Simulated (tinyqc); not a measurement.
# Gap and mass from two generation rates

Question. In the two-band model the band-to-band tunnelling rate in a uniform field is G = A F^2 exp(-B/F), with B = pi sqrt(m/C) Eg^1.5/4 (V/nm), A = 1e21 (2 q/h) m Eg/(16 pi C B) for G in cm^-3 s^-1 and F in V/nm, C = hbar^2/(2 m0). Find B, A, Eg and m.

Constants: q = 1.602176634e-19 C, hbar = 1.054571817e-34 J s, h = 6.62607015e-34 J s, m0 = 9.1093837015e-31 kg, hbar^2/(2 m0) = 0.0380998212 eV nm^2. Results are converted to the units shown.

G at F = 0.048 and 0.091 V/nm (cm^-3 s^-1): 2.9390721e30  3.4743029e31

Solution. The slope of ln(G/F^2) against 1/F is -B and the intercept gives A. The product A B fixes m Eg, and B = (pi/4) Eg sqrt(m Eg/C) then gives Eg.

B = 0.1209 V/nm
A = 1.585e34 cm^-3 s^-1 (V/nm)^-2
Eg = 0.3450 eV
m = 0.02200 m0

Program tinyqc, `OMP_NUM_THREADS=1 python tinyqc.py 2620167 2620168 out.jsonl`; Intel Xeon 2.30GHz, shared host, one thread, about 0.01 s.
